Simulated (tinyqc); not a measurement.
# Thermoelectric coefficients with energy filtering, Landauer integrals: two studies

Bulk parabolic band, x = (E - Ec)/kB T, C = hbar^2/(2 m0), kB T in eV. Modes per area gv m kB T x/(4 pi C) times the back-scattering length l0 x^rr give the transport function s0 X(x), s0 = (2 q^2/h) gv m kB T l0/(4 pi C), X = x^(1 + rr), multiplied by tb for x < xb. I_k = int X (x - eta)^k w dx, w = 1/(4 cosh^2((x - eta)/2)).

Inputs (values chosen for the exercise): temperature T = 400 K; mass of one valley m = 1 m0; valleys gv = 3; back-scattering length at x = 1 l0 = 1.2 nm; energy exponent of that length rr = 0.5; lattice thermal conductivity kL = 0.69 W/(m K); reduced Fermi level (EF - Ec)/kB T eta = 4.8; barrier height over kB T, above Ec xb = 6.3; share of the transport function left below the barrier tb = 0.1.

Constants: q = 1.602176634e-19 C, kB = 1.380649e-23 J/K, hbar = 1.054571817e-34 J s, h = 6.62607015e-34 J s, m0 = 9.1093837015e-31 kg, Vt = kB T/q, hbar^2/(2 m0) = 0.0380998212 eV nm^2. Results are converted to the units shown.

Each table varies one quantity; the others keep the values above.

## Effect of the Fermi level

sigma = s0 I_0, S = -(kB/q) I_1/I_0, Lorenz number L = (kB/q)^2 [I_2/I_0 - (I_1/I_0)^2], kappa_e = L sigma T. Power factor S^2 sigma, ZT = S^2 sigma T/(kappa_e + kL). The integrals are converged.

Effect of the Fermi level:

| eta | sigma (S/cm) | S (uV/K) | kappa_e (W/(m K)) | power factor (mW/(m K^2)) | ZT |
|---|---|---|---|---|---|
| 1.3 | 74.860 | -289.91 | 0.13635 | 0.62919 | 0.30457 |
| 2.3 | 152.28 | -269.17 | 0.24733 | 1.1033 | 0.47083 |
| 3.3 | 306.15 | -252.20 | 0.38877 | 1.9472 | 0.72201 |
| 4.3 | 625.34 | -224.04 | 0.56184 | 3.1388 | 1.0029 |
| 5.3 | 1255.0 | -180.55 | 0.84886 | 4.0914 | 1.0635 |
| 6.3 | 2269.6 | -132.05 | 1.4236 | 3.9578 | 0.74902 |
| 7.3 | 3478.4 | -92.191 | 2.3816 | 2.9564 | 0.38499 |
| 8.3 | 4627.0 | -66.345 | 3.5908 | 2.0366 | 0.19031 |
| 9.3 | 5672.1 | -51.620 | 4.8422 | 1.5114 | 0.10928 |
| 10.3 | 6676.0 | -43.281 | 6.0343 | 1.2506 | 0.074391 |
| 11.3 | 7687.4 | -38.130 | 7.1656 | 1.1176 | 0.056910 |

Read the table: what changes, and by how much?

sigma rises from 74.9 to 7690 S/cm, and S rises from -290 to -38.1 uV/K. Among the rows the power factor is largest at eta = 5.3 and ZT, 1.06, at eta = 5.3, where S = -181 uV/K.

## Effect of the barrier height

Same model as above.

Effect of the barrier height:

| xb | sigma (S/cm) | S (uV/K) | kappa_e (W/(m K)) | power factor (mW/(m K^2)) | ZT |
|---|---|---|---|---|---|
| 0.8 | 2230 | -81.42 | 1.976 | 1.478 | 0.2218 |
| 1.8 | 2221 | -82.87 | 1.928 | 1.525 | 0.2331 |
| 2.8 | 2174 | -89.17 | 1.765 | 1.728 | 0.2816 |
| 3.8 | 2007 | -106.7 | 1.441 | 2.284 | 0.4287 |
| 4.8 | 1631 | -140.2 | 1.040 | 3.206 | 0.7414 |
| 5.8 | 1124 | -183.9 | 0.7515 | 3.801 | 1.055 |
| 6.8 | 701.2 | -218.5 | 0.6519 | 3.347 | 0.9978 |
| 7.8 | 448.8 | -222.8 | 0.6449 | 2.227 | 0.6673 |
| 8.8 | 323.3 | -194.2 | 0.6043 | 1.220 | 0.3770 |

What does the table show?

sigma falls from 2230 to 323 S/cm, |S| goes from 81.4 through a maximum of 223 (at xb = 7.8 among the rows listed) to 194 uV/K, and the power factor goes from 1.48 through a maximum of 3.80 (at xb = 5.8 among the rows listed) to 1.22 mW/(m K^2). Without a barrier the power factor at this eta = 4.8 is 1.47; the best row is 2.58 times that. States below the Fermi level add to sigma but subtract from |S|, and the barrier removes them.

Range of the model: Parabolic bands, elastic scattering and a fixed kL make these model figures, not those of a material.

Computed by the program tinyqc: `OMP_NUM_THREADS=1 python tinyqc.py 2800108 2800109 out.jsonl`, one thread of a shared Intel Xeon 2.30GHz, about 0.03 s for the whole run.
